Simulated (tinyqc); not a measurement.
# p-n diode, drift-diffusion by the Gummel loop with Scharfetter-Gummel fluxes: what changes with what

Abrupt junction at x = 0, p side from -Lp, n side to Ln, ohmic contacts. psi is counted from the intrinsic level; n = ni exp((psi - phin)/Vt), p = ni exp((phip - psi)/Vt). Contacts: p side psi = V - Vt ln(Na/ni), p = Na, n = ni^2/Na; n side psi = Vt ln(Nd/ni), n = Nd, p = ni^2/Nd. Constant mobilities, D = mu Vt, Boltzmann statistics, SRH recombination through a mid-gap level, U = (n p - ni^2)/(tp (n + ni) + tn (p + ni)). Current is positive from the p contact to the n contact.

Values chosen for this exercise; band and dielectric values those of a made-up semiconductor: temperature T = 300 K; band gap Eg = 1.51 eV; relative permittivity eps_r = 15.8; conduction-band density of states at T Nc = 5.4e17 cm^-3; valence-band density of states at T Nv = 7.43e18 cm^-3; acceptor density of the p side Na = 1.1e16 cm^-3; donor density of the n side Nd = 3.2e16 cm^-3; electron mobility mun = 5500 cm^2/(V s); hole mobility mup = 390 cm^2/(V s); SRH lifetime of electrons tn = 1e-10 s; SRH lifetime of holes tp = 2e-9 s; length of the p side Lp = 4.7 um; length of the n side Ln = 0.69 um; uniform generation rate G = 0 cm^-3 s^-1.

Constants: q = 1.602176634e-19 C, kB = 1.380649e-23 J/K, Vt = kB T/q, eps0 = 8.8541878128e-14 F/cm where lengths are in cm. Results are converted to the units shown.

Each table varies one quantity; the others keep the values above.

## Current against voltage in the dark

ni = sqrt(Nc Nv) exp(-Eg/(2 Vt)), Eg in volts. Poisson and both continuity equations are solved self-consistently with Scharfetter-Gummel fluxes on a graded mesh of 500 nodes. J_scr is q times the integral of U between -xp and xn. Ideal diffusion current J_id = q ni^2 [Dn coth(wp/Le)/(Le Na) + Dp coth(wn/Lh)/(Lh Nd)] (exp(V/Vt) - 1), Le = sqrt(Dn tn), Lh = sqrt(Dp tp), wp = Lp - xp, wn = Ln - xn, with xp and xn from the depletion approximation (W = sqrt(2 eps0 eps_r (Vbi - V)(1/Na + 1/Nd)/q), xp = W Nd/(Na + Nd), xn = W Na/(Na + Nd), Vbi = Vt ln(Na Nd/ni^2)). Ideality factor = 0.004 V/(Vt ln[J(V + 0.004 V)/J(V)]). Here G = 0.

In this table G = 0 cm^-3 s^-1.

Current against voltage in the dark:
```
V (V)	J (A/cm^2)	ideality factor	J_scr/J (%)	J_id (A/cm^2)	share recombining at the contacts (%)	larger minority/doping at -xp and xn
0.25	2.29e-8	1.92	100	5.00e-14	2.08e-5	3.62e-17
0.37	2.54e-7	1.93	100	5.19e-12	1.92e-4	3.73e-15
0.48	2.32e-6	1.92	100	3.65e-10	0.00146	2.61e-13
0.59	2.15e-5	1.90	99.9	2.57e-8	0.0109	1.82e-11
0.7	2.06e-4	1.86	99.1	1.81e-6	0.0785	1.27e-9
0.81	0.00217	1.73	94.1	1.28e-4	0.516	8.82e-8
0.93	0.0410	1.39	67.8	0.0132	2.76	8.93e-6
1.04	1.24	1.15	27.4	0.930	6.13	5.92e-4
1.15	34.3	1.72	6.06	65.5	9.84	0.0217
```

What does the table show?

J rises from 2.29e-8 to 34.3 A/cm^2; the ideality factor moves up and down between 1.15 and 1.93. Recombination in the depleted layer carries over half of the current up to V = 0.93 V, where the factor is 1.39; it grows roughly as exp(V/2 Vt), so diffusion overtakes it. Where the factor is lowest (V = 1.04 V), J is 33 % above the ideal diffusion current.

## Effect of the SRH lifetime of electrons at fixed bias

Same model as above.

In this table V = 0.81 V.

Effect of the SRH lifetime of electrons at fixed bias:
```
tn (s)	J (A/cm^2)	ideality factor	J_scr/J (%)	J_id (A/cm^2)	share recombining at the contacts (%)	larger minority/doping at -xp and xn
1e-11	0.00766	1.71	95.0	3.90e-4	0.0725	8.08e-8
1e-10	0.00217	1.73	94.1	1.28e-4	0.516	8.82e-8
1e-9	6.36e-4	1.73	91.8	5.24e-5	4.92	9.00e-8
1e-8	2.10e-4	1.60	81.0	4.00e-5	17.6	9.03e-8
1e-7	8.91e-5	1.36	56.8	3.86e-5	42.4	9.03e-8
1e-6	5.38e-5	1.15	28.7	3.85e-5	70.3	9.03e-8
1e-5	4.34e-5	1.05	11.5	3.85e-5	87.2	9.03e-8
```

As tn rises from 1e-11 to 1e-5, J falls from 0.00766 to 4.34e-5 A/cm^2, the share of the depleted layer falls from 95.0 to 11.5 % and the share lost at the contacts rises from 0.0725 to 87.2 %. The exponent d ln J/d ln tn is -0.55 between the first two rows and -0.09 between the last two. J less J_scr is 0.33 % below J_id in the last row.

Program tinyqc, `OMP_NUM_THREADS=1 python tinyqc.py 2240164 2240165 out.jsonl`; Intel Xeon 2.30GHz, shared host, one thread, about 0.2 s.
